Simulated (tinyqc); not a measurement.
Position of the support ring: thermal and gravitational stress in a wafer during furnace and rapid thermal processing, and the onset of slip. Computed by tinyqc, a small Python program. Command: `OMP_NUM_THREADS=1 python tinyqc.py 3027198 3027199 out.jsonl slip walk`. One thread of a shared host (Intel(R) Xeon(R) Processor @ 2.30GHz), about 0.01 s of CPU time with the checks.

A thin free disc in plane stress, isotropic; T(r) = T_centre + dT (r/R)^n. Stress is positive in tension; sigma_SB = 5.670374419e-8 W/(m^2 K^4), g = 9.80665 m/s^2.

Inputs (values chosen for the exercise, modelled on silicon): wafer radius R = 75 mm; thickness t = 675 micrometre; Poisson ratio nu = 0.22; density rho = 2330 kg/m^3.

Method. Own weight q = rho g t on a ring of radius b R, x = r/R: moments of an edge-supported plate, M_r = q R^2 (3 + nu)(1 - x^2)/16 and M_t = q R^2 [(3 + nu) - (1 + 3 nu) x^2]/16, less the uniform moment inside the ring load, q R^2 [(1 - nu)(1 - b^2) - 2 (1 + nu) ln b]/8; stress at the lower face = 6 M/t^2.

Stress at the lower face (MPa):
```
b       centre  radial at ring  hoop at ring  largest in size
0.40  -0.18293        -0.21972      -0.20190          0.21972
0.50  -0.09515        -0.15263      -0.12478          0.15263
0.60  -0.01937        -0.10214      -0.06204          0.10214
0.65   0.01549        -0.08166      -0.03459          0.08166
0.70   0.04883        -0.06383      -0.00925          0.06383
0.75   0.08095        -0.04839       0.01427          0.08095
0.80   0.11207        -0.03508       0.03621          0.11207
0.90   0.17205        -0.01419       0.07603          0.17205
1.00   0.22992         0.00000       0.11139          0.22992
```

What follows from these numbers?

Among these rows the largest stress is least, 0.064 MPa, for a ring at 0.7 R, 3.6 times below edge support: the overhang balances the sag of the centre. All values scale as R^2/t.

Extremes, crossings and ranges named in words are read from the listed rows.
